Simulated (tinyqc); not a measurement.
Worked calculation: tunnelling through a thin dielectric with one trap, as a tight-binding chain. Values are carried at full precision from step to step, so a last printed digit may differ when a step is redone from the rounded ones.

Hopping -t everywhere, t = c/(m a^2), c = hbar^2/2m0; lead sites at 2t (band bottom 0), barrier sites 1 to N at 2t + phi, and site j has U besides. No voltage. Leads give S = -t exp(ika) on sites 1 and N, cos(ka) = 1 - E/(2t). T = (2 t sin(ka))^2 |G_1N|^2, G = (E - H - S)^-1. In the barrier cosh(q a) = 1 + (phi - E)/(2t).

Constants: hbar^2/2m0 = 3.80998211 eV angstrom^2; hbar = 6.58211957e-16 eV s.

Values chosen for the exercise (barrier and mass of the size used for SiO2 on silicon; shifted at random, so the results belong to these values and not to a real crystal):
- a = 2.5 angstrom (site spacing)
- m = 0.45 m0 (mass, the same in leads and barrier)
- phi = 3.1 eV (conduction edge of the barrier above that of the leads)
- U = -3.73 eV (extra energy on the trap site)
- E = 1.04 eV (electron energy)
- N = 8 (barrier sites)
- j = 3 (site of the trap)

## Scales

Form t, ka, q a, and the level of the trap in an endless barrier, Eb = phi + 2t - sqrt(4 t^2 + U^2).

t = 1.3547 eV
ka = 0.90696 rad
q a = 1.16598
Eb = 1.1992 eV

## The matrix E - H - S

Fill it in.

E - H - S (eV):
```
                 1        2        3        4        5        6
1  -3.9347+1.0670i   1.3547   0.0000   0.0000   0.0000   0.0000
2           1.3547  -4.7693   1.3547   0.0000   0.0000   0.0000
3           0.0000   1.3547  -1.0393   1.3547   0.0000   0.0000
4           0.0000   0.0000   1.3547  -4.7693   1.3547   0.0000
5           0.0000   0.0000   0.0000   1.3547  -4.7693   1.3547
6           0.0000   0.0000   0.0000   0.0000   1.3547  -4.7693
7           0.0000   0.0000   0.0000   0.0000   0.0000   1.3547
8           0.0000   0.0000   0.0000   0.0000   0.0000   0.0000

         7                8
1   0.0000           0.0000
2   0.0000           0.0000
3   0.0000           0.0000
4   0.0000           0.0000
5   0.0000           0.0000
6   1.3547           0.0000
7  -4.7693           1.3547
8   1.3547  -3.9347+1.0670i
```

## Transmission

Invert the matrix; T = (2 t sin(ka))^2 |G_1N|^2.

first row of G (1/eV): -0.3027-0.1109i  -0.2283-0.08364i  -0.5011-0.1836i  -0.1562-0.05721i  -0.04866-0.01784i  -0.01515-0.005601i  -0.004684-0.001878i  -0.001339-0.001009i

T = 1.280e-05

Without the trap T is 3.15e-08: the trap changes it by a factor 407 at this energy.

## The resonance

Resonance: the lowest eigenvalue of H + S(E), iterated until its real part equals E (40 rounds from Eb = phi + 2t - sqrt(4t^2 + U^2), the level in an endless barrier). With v the normalised squared amplitudes of that state, Gamma_L = 2 t sin(ka) v_1, Gamma_R = 2 t sin(ka) v_N; Breit-Wigner T = Gamma_L Gamma_R/((E - Er)^2 + (Gamma_L + Gamma_R)^2/4).

Find Er, the two widths, the peak height 4 Gamma_L Gamma_R/(Gamma_L + Gamma_R)^2 and the escape time hbar/(Gamma_L + Gamma_R).

Er = 1.1995 eV

widths (meV): left 21.88, right 0.02572

peak height = 0.004691
escape time = 30.0 fs

squared amplitudes: 0.0097  0.0853  0.8094  0.0854  0.0090  0.0010  0.0001  0.0000

The nearby leads move the level 0.3 meV above its value in an endless barrier. The trap is closer to the left lead, which takes 99.9 % of the escapes.

## Checks

- T at Er from the chain against the Breit-Wigner peak: both 0.00469.
- T without trap against the closed form for a lattice barrier: both 3.145e-08.

Computed by tinyqc, a small Python program: `OMP_NUM_THREADS=1 python tinyqc.py 1480897 1480898 out.jsonl` (the numbers bound the seed that draws the inputs); one thread of a shared host (Intel(R) Xeon(R) Processor @ 2.30GHz), about 0.04 s for the whole set of steps.
